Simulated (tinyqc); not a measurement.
Tight binding, honeycomb lattice, step by step. Computed by tinyqc, a small Python program that keeps every step. Settings: t1 = 1.14, t2 = 0.28, phi = 1.0, delta = 0.22, points = 7. Command: `OMP_NUM_THREADS=1 python tinyqc.py 23665 23666 out.jsonl` (the two numbers bound the seeds that draw the settings). One thread of a shared host (Intel(R) Xeon(R) Processor @ 2.60GHz), about 0.01 s of CPU time with the checks.

## Bloch Hamiltonian at k

Parameters chosen for this model:
```
parameter,value,unit
t1,1.140000,"eV, nearest"
t2,0.280000,"eV, second neighbours"
phi,1.000000,"rad, phase of t2 (Haldane)"
delta,0.220000,"eV, +/- on A and B"
```

k point k (fractions of the reciprocal vectors): -0.160000  0.020000

H_AB = -t1 (1 + exp(-i k.a1) + exp(-i k.a2)); H_AA = delta - 2 t2 sum cos(k.b + phi), H_BB = -delta - 2 t2 sum cos(k.b - phi), b = a1, a2 - a1, -a2.

H(k) at k (eV):
```
,A,B
A,-0.401687,-2.881853-0.819654i
B,-2.881853+0.819654i,-0.780585
```

## Levels at k

Diagonalise the Hermitian matrix.

eigenvalues (eV): -3.593269  2.410997

weights |c|^2 of the basis functions:
```
,band 1,band 2
A,0.468448,0.531552
B,0.531552,0.468448
```

## Bloch Hamiltonian at K

k point K (fractions of the reciprocal vectors): 0.333333  0.666667

As before.

H(k) at K (eV):
```
,A,B
A,1.898129,0.000000
B,0.000000,-0.990421
```

## Levels at K

As before.

eigenvalues (eV): -0.990421  1.898129

weights |c|^2 of the basis functions:
```
,band 1,band 2
A,0.000000,1.000000
B,1.000000,0.000000
```

## Bands along a path

The same steps at evenly spaced points between the labelled ones.

Bands along the path (eV):
```
k,band 1,band 2
G,-4.334777,2.519361
G-K 0.25,-3.802731,2.452031
G-K 0.50,-2.516216,2.213646
G-K 0.75,-1.325584,1.930723
K,-0.990421,1.898129
K-M 0.25,-1.009513,1.865308
K-M 0.50,-1.007418,1.752979
K-M 0.75,-0.949463,1.594435
M,-0.858465,1.463603
M-K' 0.25,-0.771069,1.416041
M-K' 0.50,-0.690775,1.436336
M-K' 0.75,-0.604105,1.459900
K',-0.550421,1.458129
```

With 1 band(s) filled, the highest filled level on these points lies at K' and the lowest empty one at M-K' 0.25: a gap of 1.9665 eV, indirect.

## Chern number of the lower band

On a 7 x 7 mesh, the phase of the product of overlaps around each plaquette (k1 then k2); the sum over 2 pi is an integer.

plaquette phases (rad):
```
,1,2,3,4,5,6,7
1,0.000000,-0.007084,-0.049433,-0.228473,-0.013176,0.048430,0.018575
2,0.001278,-0.036996,-0.089144,-0.205195,-0.125841,0.058541,0.048430
3,-0.020658,-0.080525,-0.191053,-0.316624,-0.264661,-0.125841,-0.013176
4,-0.255387,-0.271836,-0.446391,-0.611570,-0.316624,-0.205195,-0.228473
5,-0.050167,-0.214425,-0.526881,-0.446391,-0.191053,-0.089144,-0.049433
6,0.035536,0.064521,-0.214425,-0.271836,-0.080525,-0.036996,-0.007084
7,0.012615,0.035536,-0.050167,-0.255387,-0.020658,0.001278,0.000000
```

Chern number = -1.000000
